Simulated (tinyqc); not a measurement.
Long-channel MOSFET, surface-potential model: two steps of the calculation.

n-channel transistor on a uniformly doped p-type body, gradual-channel approximation, constant mobility, Boltzmann statistics, full ionisation. Potentials are counted from the neutral body; V is the electron quasi-Fermi potential, Vsb at the source and Vsb + Vds at the drain. Charges are magnitudes per area.

Inputs (values chosen for the exercise); material values close to those of germanium:

| symbol | value | unit | meaning |
|---|---|---|---|
| T | 300 | K | temperature |
| Vfb | -0.29 | V | flat-band voltage |
| mu | 240 | cm^2/(V s) | channel mobility |
| W | 1 | um | gate width |
| L | 2 | um | gate length |
| Vsb | 1 | V | source-body reverse bias |
| Vgs | 4.82 | V | gate-source voltage |
| Vds | 0.2 | V | drain-source voltage |

Constants: q = 1.602176634e-19 C, kB = 1.380649e-23 J/K, Vt = kB T/q. Results are converted to the units shown.

Question 1. Surface potential at the source by Newton steps. With V = Vsb: G = psi - Vt + Vt e, e = exp((psi - 2 phiF - Vsb)/Vt); f = Vgs + Vsb - Vfb - psi - gamma sqrt(G); f' = -1 - gamma (1 + e)/(2 sqrt(G)); psi(new) = psi - f/f'.

psi at the start (the smaller of 2 phiF + Vsb + 4 Vt and the root without inversion charge) = 1.6432800 V
phiF = 0.26993759 V
gamma = 2.7470767 V^0.5

Wanted: G; f; f'; psi after iteration 1.

Answer 1.

G = 3.029 V
f = -0.3141 V
f' = -44.88
psi after iteration 1 = 1.636 V

Question 2. Charges and current of the charge-sheet model. psi_0 and psi_L solve Vgs + Vsb - Vfb - psi = gamma sqrt(G) at V = Vsb and Vsb + Vds. Qi = Cox gamma [sqrt(G) - sqrt(psi - Vt)], G = psi - Vt + Vt exp((psi - 2 phiF - V)/Vt), at both ends. With U = Vgs + Vsb - Vfb: drift = mu (W/L) Cox [U (psi_L - psi_0) - (psi_L^2 - psi_0^2)/2 - (2/3) gamma ((psi_L - Vt)^1.5 - (psi_0 - Vt)^1.5)]; diffusion = mu (W/L) Vt (Qi0 - QiL).

psi_0 = 1.6354738 V
psi_L = 1.8227833 V
phiF = 0.26993759 V
Cox = 0.19559706 uF/cm^2
gamma = 2.7470767 V^0.5

Find: Qi0; QiL; drift current; diffusion current; drain current.

Answer 2.

Qi0 = 193.5 nC/cm^2
QiL = 118.3 nC/cm^2
drift current = 3.500 uA
diffusion current = 0.2333 uA
drain current = 3.733 uA

Drift carries 93.8 % of the current.

tinyqc, about 0.03 s, one thread, Intel Xeon 2.30GHz (shared host): `OMP_NUM_THREADS=1 python tinyqc.py 2360096 2360097 out.jsonl`
